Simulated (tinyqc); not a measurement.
## Polarisation charge from two barrier thicknesses

Question. Voff = phiB - dEc - q sigma d/(eps0 eb). Find sigma, phiB - dEc and the thickness at which Voff = 0.

Constants: q = 1.602176634e-19 C, eps0 = 8.8541878128e-14 F/cm where lengths are in cm. Results are converted to the units shown.

Voff at d = 14 and 32 nm (V): [-5.8933551, -14.274740]
eb = 9.5693000

Solution. Voff is a straight line in d: its slope is -q sigma/(eps0 eb) and its intercept phiB - dEc.

sigma = 2.46e13 cm^-2
phiB - dEc = 0.625 V
thickness for Voff = 0 = 1.34 nm

tinyqc, about 0.01 s, one thread, Intel Xeon 2.30GHz (shared host): `OMP_NUM_THREADS=1 python tinyqc.py 2180059 2180060 out.jsonl`
